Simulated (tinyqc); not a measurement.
Worked calculation: thin (001) film in sp3s* tight binding with raised dangling bonds. Values are carried at full precision from step to step, so a last printed digit may differ when a step is redone from the rounded ones.

sp3s* tight binding, nearest neighbours only: anion (a) at 0, cation (c) at a/4 (1,1,1), orbitals s, px, py, pz, s* on each; k in units of 2 pi/a. With phases e_j = exp(i (pi/2) k.n_j) for n = (1,1,1), (1,-1,-1), (-1,1,-1), (-1,-1,1): g0 = (e1+e2+e3+e4)/4, g1 = (e1+e2-e3-e4)/4, g2 = (e1-e2+e3-e4)/4, g3 = (e1-e2-e3+e4)/4. The diagonal holds the levels Esa, Epa, Exa (s*) and Esc, Epc, Exc. Anion-cation block: <sa|sc> = Vss g0; <sa|xc> = Vsapc g1; <xa|sc> = -Vscpa g1; <xa|xc> = Vxx g0; <xa|yc> = <ya|xc> = Vxy g3, <xa|zc> = <za|xc> = Vxy g2, <ya|zc> = <za|yc> = Vxy g1; <s*a|xc> = Vxapc g1; <xa|s*c> = -Vpaxc g1; y and z take g2 and g3 in place of g1; s-s* and s*-s* vanish.

Inputs chosen for the exercise (out of a larger set: near a published set for Si, fitted to gaps, whose masses and valley positions are rough; not measured data):
- p = (-4.182, 1.715, -4.182, 1.715, 6.761, 6.761, -8.312, 1.716, 4.627, 5.726, 5.726, 5.371, 5.371) eV (order Esa, Epa, Esc, Epc, Exa, Exc, Vss, Vxx, Vxy, Vsapc, Vscpa, Vxapc, Vpaxc)
- N = 4 (atomic planes in the small film)
- dl = 20 eV (shift of the dangling hybrids)

## Bulk edges along [001]

Gap at Gamma and minimum on (0,0,kz), kz from 0.5 to 1, from the bulk Ev. States at zero in-plane momentum come from this line alone.

edges (eV): Gamma 3.4320, Delta 1.2039

kz of the minimum = 0.7302 2 pi/a

## The two blocks of the small film

Planes alternate anion (a), cation (c) along [001], a/4 apart, starting with an anion; zero in-plane momentum; levels counted from the bulk Ev, the lower root of [[Epa, Vxx], [Vxx, Epc]]; no spin-orbit coupling. Block of s, pz, s*: from an anion to the cation above, Vss/2 (s,s), Vsapc/2 (s,z), -Vscpa/2 (z,s), Vxx/2 (z,z), Vxapc/2 (s*,z), -Vpaxc/2 (z,s*); to the cation below the same with the s-z and s*-z signs reversed. Block of u = (px + py)/sqrt2 and v = (px - py)/sqrt2: to the cation above (Vxx + Vxy)/2 for u and (Vxx - Vxy)/2 for v, to the cation below the reverse. Each surface atom has two dangling sp3 hybrids; raising both by dl adds (dl/2) [[1, t], [t, 1]] to its s, pz levels (t = -1 at the bottom face, +1 at the top) and dl to the one of u, v in whose plane the missing bonds lie (v for a bottom anion or a top cation, u for a top anion).

Fill them in.

s, pz, s* block (eV), lower triangle:
```
         sa1     za1    *a1     sc2     zc2    *c2     sa3     za3    *a3     sc4     zc4    *c4
sa1    5.819
za1  -10.000  11.716
*a1        0       0  6.762
sc2   -4.156  -2.863      0  -4.181
zc2    2.863   0.858  2.686       0   1.716
*c2        0  -2.686      0       0       0  6.762
sa3        0       0      0  -4.156  -2.863      0  -4.181
za3        0       0      0   2.863   0.858  2.686       0   1.716
*a3        0       0      0       0  -2.686      0       0       0  6.762
sc4        0       0      0       0       0      0  -4.156  -2.863      0   5.819
zc4        0       0      0       0       0      0   2.863   0.858  2.686  10.000  11.716
*c4        0       0      0       0       0      0       0  -2.686      0       0       0  6.762
```

u, v block (eV), lower triangle:
```
       ua1     va1     uc2    vc2    ua3     va3    uc4     vc4
ua1  1.716
va1      0  21.716
uc2  3.171       0   1.716
vc2      0  -1.456       0  1.716
ua3      0       0  -1.456      0  1.716
va3      0       0       0  3.171      0   1.716
uc4      0       0       0      0  3.171       0  1.716
vc4      0       0       0      0      0  -1.456      0  21.716
```

## Levels of the small film

Diagonalise both blocks.

levels of the s, pz, s* block (eV): -11.241  -7.923  -3.298  2.107  2.304  3.897  6.768  6.863  8.976  9.470  19.577  19.687

levels of the u, v block (eV): -2.266  -1.547  -0.810  4.242  4.763  5.698  21.807  21.841

No level lies between 0 and the bulk edge 1.204 eV; confinement has widened the gap at zero in-plane momentum to 2.917 eV.

## Checks

- Lowest conduction level of 201 planes, with the dangling hybrids shifted far away, against the bulk edge: 1.205 against 1.204.

(tinyqc, `OMP_NUM_THREADS=1 python tinyqc.py 1481892 1481893 out.jsonl`, Intel(R) Xeon(R) Processor @ 2.30GHz, 1 thread, shared host, about 0.3 s.)
